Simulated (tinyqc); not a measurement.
Trap density and cross-section from the conductance peak.

Inverse problem. For a continuum of interface traps on an n-type substrate Gp/w peaks at 2 pi f tau = 1.9803 with the height 0.40237 q Dit, and tau = 1/(sn vth Nd exp(psi/Vt)) with psi = ps. Find Dit, tau and sn.

Inputs (values chosen for the exercise): temperature T = 200 K; donor density Nd = 2.6e15 cm^-3; band bending psi ps = -0.143 V; thermal velocity vth = 1.8e7 cm/s.

Constants: q = 1.602176634e-19 C, kB = 1.380649e-23 J/K, Vt = kB T/q. Results are converted to the units shown.

peak Gp/w = 154.72027 nF/cm^2
frequency of the peak = 319.79732 Hz

Solution. The height gives Dit, the position tau, and tau with the surface density gives sn.

Dit = 2.400e12 cm^-2 eV^-1
tau = 9.855e-4 s
sn = 8.700e-17 cm^2

tinyqc, about 0.01 s, one thread, Intel Xeon 2.30GHz (shared host): `OMP_NUM_THREADS=1 python tinyqc.py 2030151 2030152 out.jsonl`
